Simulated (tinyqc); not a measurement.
Gas flow in a process chamber: flow regimes, conductance, effective pumping speed, pump-down, outgassing and purge: one step, computed by the program tinyqc. Command: `OMP_NUM_THREADS=1 python tinyqc.py 3120978 3120979 out.jsonl pump walk`. One thread of a shared host (Intel(R) Xeon(R) Processor @ 2.30GHz), about 0.06 s of CPU time with the checks.

Ideal gas, isothermal flow, a pump of constant speed at the end of a round pipe; process gas, volume gas and outgassing are given the same properties. 1 sccm = 101325 Pa x 1e-6 m^3/60 s x T/273.15 K.

Problem. Purging a well-mixed chamber. With steady flow a contaminant decays as exp(-t/residence time); gas used = flow x time.

Inputs (values chosen for the exercise, modelled on hydrogen near room temperature): temperature T = 300 K; process gas flow = 700 sccm.

residence time = 0.7949235 s

Give: time to dilute 1e3 times; time to dilute 1e6 times; gas used for 1e6.

Solution.

time to dilute 1e3 times = 5.491 s

time to dilute 1e6 times = 10.98 s

gas used for 1e6 = 128.1 standard cm^3
